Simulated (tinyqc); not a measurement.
## Abrupt p-n junction, non-linear Poisson equation by Newton steps: effect of temperature

One dimension, p side on the left, n side on the right; net doping C = -Na for x < 0 and +Nd for x > 0. The potential psi is counted from the intrinsic level, and the quasi-Fermi potentials are flat: 0 for holes and -V for electrons, so n = ni exp((psi + V)/Vt) and p = ni exp(-psi/Vt) (Boltzmann statistics, full ionisation, no current).

Nc and Nv are given at 350 K and scale as (T/350 K)^1.5; Eg and eps_r are held fixed and ionisation stays complete. ni = sqrt(Nc Nv) exp(-Eg/(2 Vt)), Eg in volts. Depletion approximation: Vbi = Vt ln(Na Nd/ni^2), W = sqrt(2 eps0 eps_r (Vbi - V)(1/Na + 1/Nd)/q), xp = W Nd/(Na + Nd), xn = W Na/(Na + Nd), peak field 2 (Vbi - V)/W, capacitance eps0 eps_r/W. Exact first integral for an abrupt junction with thick neutral sides: psi_p = -Vt ln(Na/ni), psi_n = Vt ln(Nd/ni) - V, psi_j = (Nd psi_n + Na psi_p - Vt (Nd - Na))/(Na + Nd) at the junction, n_j = ni exp((psi_j + V)/Vt), p_j = ni exp(-psi_j/Vt), and E_j^2 = (2 q/(eps0 eps_r)) [Nd (psi_n - psi_j - Vt) + Vt (n_j + p_j)] (minority densities of the neutral sides neglected).

Parameters, values chosen for the exercise; band and dielectric values close to those of silicon: band gap Eg = 1.1 eV; relative permittivity eps_r = 11.9; conduction-band density of states at the reference temperature Nc = 3.54e19 cm^-3; valence-band density of states at the reference temperature Nv = 3.38e19 cm^-3; acceptor density of the p side Na = 1.3e15 cm^-3; donor density of the n side Nd = 1.9e15 cm^-3; bias of the p side against the n side V = -0.5 V.

Constants: q = 1.602176634e-19 C, kB = 1.380649e-23 J/K, Vt = kB T/q, eps0 = 8.8541878128e-14 F/cm where lengths are in cm. Results are converted to the units shown.

The same in every row: share of W on the n side (%) = 40.62.

Effect of temperature:
```
T (K)  ni (cm^-3)  Vbi (V)  W (nm)  peak field, depletion (kV/cm)  peak field, exact (kV/cm)
200       2.065e5   0.7843    1479                          17.36                      17.13
240       5.542e7   0.7098    1436                          16.85                      16.56
280       3.119e9   0.6336    1390                          16.31                      15.96
320      6.584e10   0.5559    1341                          15.74                      15.33
360      7.205e11   0.4770    1290                          15.14                      14.66
```

ni rises from 2.07e5 to 7.21e11 cm^-3, while Vbi falls from 0.784 to 0.477 V, on average -1.92 mV/K; W falls from 1480 to 1290 nm. The depletion field is 1.4 % above the exact one in the first row and 3.3 % above it in the last.

Program tinyqc, `OMP_NUM_THREADS=1 python tinyqc.py 2000145 2000146 out.jsonl`; Intel Xeon 2.30GHz, shared host, one thread, about 0.02 s.
